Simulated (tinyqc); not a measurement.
# Thickness and doping from the maximum and minimum capacitance

Question. A MOS capacitor has Cmax = Cox = eps0 eox/tox and 1/Cmin = 1/Cox + Wm/(eps0 eps_r), with Wm = sqrt(4 eps0 eps_r Vt ln(N/ni)/(q N)) and N well above ni. Find tox, Wm and N.

Inputs (values chosen for the exercise); band and dielectric values close to those of silicon: temperature T = 300 K; relative permittivity eps_r = 11.7; relative permittivity of the gate insulator (close to silicon dioxide) eox = 3.9.

Constants: q = 1.602176634e-19 C, kB = 1.380649e-23 J/K, Vt = kB T/q, eps0 = 8.8541878128e-14 F/cm where lengths are in cm. Results are converted to the units shown.

Cmax = 0.58527682 uF/cm^2
Cmin = 0.13239405 uF/cm^2
ni = 1.2876275e10 cm^-3

Solution. Cmax gives tox and the series difference Wm. N follows by iterating N = 4 eps0 eps_r Vt ln(N/ni)/(q Wm^2); ln(N/ni)/N falls steadily for N > e ni, so there is one root in that range.

tox = 5.90 nm
Wm = 60.5 nm
N = 3.10e17 cm^-3

Numbers from tinyqc (`OMP_NUM_THREADS=1 python tinyqc.py 2060094 2060095 out.jsonl`; about 0.01 s on one thread of a shared Intel Xeon 2.30GHz).
